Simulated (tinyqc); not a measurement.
ROHF in the sto-3g basis, for BeH, spin multiplicity 2, step by step. Computed by tinyqc, a small Python program that keeps every step (integrals from PySCF). Settings: charge = 0, multiplicity = 2, basis = sto-3g, energy threshold = 1e-08, iteration cap = 66, orthogonalisation = symmetric, start = Wolfsberg-Helmholz matrix, DIIS depth = 0, method = ROHF. Command: `OMP_NUM_THREADS=1 python tinyqc.py 31911 31912 out.jsonl` (the two numbers bound the seeds that draw the settings). One thread of a shared host (Intel(R) Xeon(R) Processor @ 2.60GHz), about 0.07 s of CPU time with the checks.

Geometry (angstrom):
```
atom        x        y        z
Be    0.00000  0.00000  0.00000
H     0.00000  0.00000  2.61200
```

Stop when the energy changes by less than 1e-08 hartree and every element of the error matrix X^T (F D S - S D F) X is below 3e-05.

Course of the cycle:
```
iteration  E (hartree)     change  largest element of the error matrix
1          -14.1821043          -                             3.98e-01
2          -14.3584554  -1.76e-01                             1.10e-01
3          -14.5336707  -1.75e-01                             2.05e-01
4          -14.6363977  -1.03e-01                             1.30e-01
5          -14.6988167  -6.24e-02                             1.73e-01
6          -14.7066465  -7.83e-03                             1.32e-01
7          -14.7449715  -3.83e-02                             1.41e-01
8          -14.7737149  -2.87e-02                             1.04e-01
9          -14.8079947  -3.43e-02                             6.47e-02
10         -14.8162537  -8.26e-03                             1.63e-02
11         -14.8165733  -3.20e-04                             1.32e-02
12         -14.8165731   1.90e-07                             1.49e-02
13         -14.8167305  -1.57e-04                             1.28e-02
14         -14.8166916   3.89e-05                             1.38e-02
...                ...        ...                                  ...
53         -14.8172118  -4.00e-06                             3.49e-03
54         -14.8172123  -4.82e-07                             3.49e-03
55         -14.8172158  -3.46e-06                             3.29e-03
56         -14.8172163  -5.01e-07                             3.29e-03
57         -14.8172193  -3.00e-06                             3.11e-03
58         -14.8172198  -5.08e-07                             3.10e-03
59         -14.8172224  -2.60e-06                             2.94e-03
60         -14.8172229  -5.04e-07                             2.92e-03
61         -14.8172251  -2.26e-06                             2.78e-03
62         -14.8172256  -4.92e-07                             2.76e-03
63         -14.8172276  -1.97e-06                             2.62e-03
64         -14.8172281  -4.76e-07                             2.60e-03
65         -14.8172298  -1.72e-06                             2.48e-03
66         -14.8172303  -4.55e-07                             2.46e-03
```

Can the last value be used, and what does the course show?

Not by the stop rule, although the second column moves by less than 1e-05 over the last three steps. Not converged within the cap of 66 iterations: the residual falls steadily but slowly, by a factor of about 0.97 a step. Reruns (cap 100 unless said): DIIS 8: converged in 52; atomic densities as start, DIIS 8: converged in 9; the original settings with a cap of 400: converged in 224. PySCF ROHF in the same basis = -14.8172481 hartree.
